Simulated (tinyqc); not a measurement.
Inside a calculation: Franz-Keldysh effect at a direct gap. Values are carried at full precision from step to step, so a last printed digit may differ when a step is redone from the rounded ones.

Parabolic bands, vertical transitions, no excitons. For each hole band j: mr = me mj/(me + mj); joint density of states J_j(E) = (mr/c)^(3/2) sqrt(E - Eg)/(2 pi^2), both spins, c = hbar^2/2m0; averaged matrix element |e.p|^2 = m0 Ep/6; alpha_j(E) = 4 pi^2 alpha_f c Ep J_j/(3 nr E) in 1/angstrom (alpha_f the fine-structure constant, listed as alpha among the constants), times 1e8 for 1/cm.

In a field Fd (1 kV/cm = 1e-5 V/angstrom) the electro-optic energy of band j is th = (c (e Fd)^2/mr)^(1/3), and sqrt(E - Eg) in J_j is replaced by pi sqrt(th) [Ai'(b)^2 - b Ai(b)^2] with b = (Eg - E)/th; Ai is the Airy function.

Constants: hbar^2/2m0 = 3.80998211 eV angstrom^2; fine-structure constant alpha = 0.007297352564.

Parameters, chosen for this exercise (near those of InP; shifted at random, so the results belong to these values and not to a real crystal): Eg = 1.321 eV (direct gap); me = 0.0819 m0 (electron mass); mhh = 0.607 m0 (heavy-hole mass); mlh = 0.0867 m0 (light-hole mass); Ep = 20.3 eV (Kane energy); nr = 3.44 (refractive index); Fd = 160 kV/cm (uniform field); E = 1.437 eV (photon energy); L = 51 micrometre (length of a waveguide).

## Electro-optic energy and length

For each hole band give mr, th and the length th/(e Fd).

Scales:
```
hole   mr (m0)  th (meV)  length (angstrom)
heavy  0.07216    51.319               32.1
light  0.04212    61.410               38.4
```

The light-hole pair has th larger by a factor 1.197, the cube root of the ratio of reduced masses.

## Airy factors at E

Ai is the Airy function, th the electro-optic energy of each hole band from the table (its other columns are not needed here), b = (Eg - E)/th with th in eV; the factor takes the place of sqrt(E - Eg) in the joint density of states.

Form b, Ai(b), Ai'(b) and the factor pi sqrt(th) [Ai'^2 - b Ai^2] for each band, beside sqrt(E - Eg) (zero below the gap).

Factors:
```
hole         b    Ai(b)  Ai'(b)  factor (eV^(1/2))  without field
heavy  -2.2604  0.05440  0.6964             0.3499         0.3406
light  -1.8889   0.2930  0.5620             0.3722         0.3406
```

## Absorption with and without the field

Put the factors in place of sqrt(E - Eg) in alpha_j and add the bands; a waveguide of length L changes its transmission by 4.343 (alpha(F) - alpha(0)) L dB.

alpha_j in the field (1/cm): heavy 6.94e+03, light 3.29e+03

alpha(F) = 1.02e+04 1/cm
alpha(0) = 9771 1/cm
change of loss = 10.3 dB

Without the field the loss over L is 216 dB, so this energy is of no use for a modulator. Above the gap the field raises the absorption at this energy; the sign alternates with energy (Franz-Keldysh oscillations). Excitons, which add a sharp peak at low field, are left out.

## Checks

- Airy factor at b = -40 against the zero-field limit sqrt(-b): 6.33 against 6.32.

Program tinyqc; command `OMP_NUM_THREADS=1 python tinyqc.py 1650305 1650306 out.jsonl`; about 0.01 s on one thread of a shared Intel(R) Xeon(R) Processor @ 2.30GHz.
